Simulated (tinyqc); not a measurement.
Electron-beam lithography: double-Gaussian proximity function, edge placement and dose correction for parallel lines: one step, computed by the program tinyqc.

Lines are infinitely long. Absorbed energy is counted so that the middle of a very large area written at dose 1 receives 1; the resist develops where it exceeds 1/2.

Task: Interaction matrix. f(r) = [exp(-r^2/alpha^2)/alpha^2 + eta exp(-r^2/beta^2)/beta^2]/(pi (1 + eta)). A line from a to b at dose d gives E(x) = d [S(alpha) + eta S(beta)]/(1 + eta), S(s) = [erf((b - x)/s) - erf((a - x)/s)]/2. M_ij is the mean of E at the two edges of line i from line j at dose 1.

Inputs (values chosen for the exercise, of the order of those for 50 keV electrons in resist on silicon): forward range alpha = 0.018 micrometre; backscatter range beta = 9.2 micrometre; backscatter ratio eta = 0.84.

Lines (micrometre):

| line | left edge | right edge | centre |
|---|---|---|---|
| 1 | 0.000 | 0.071 | 3.550000e-02 |
| 2 | 8.171 | 8.204 | 8.187500e+00 |
| 3 | 8.374 | 8.441 | 8.407500e+00 |
| 4 | 8.991 | 9.078 | 9.034500e+00 |
| 5 | 13.478 | 13.509 | 1.349350e+01 |

Give: M.

Result:

M:
```
        1       2       3       4       5
1  0.2737  0.0004  0.0008  0.0009  0.0001
2  0.0009  0.2701  0.0019  0.0024  0.0006
3  0.0009  0.0009  0.2736  0.0024  0.0006
4  0.0008  0.0009  0.0019  0.2742  0.0007
5  0.0002  0.0007  0.0014  0.0019  0.2686
```
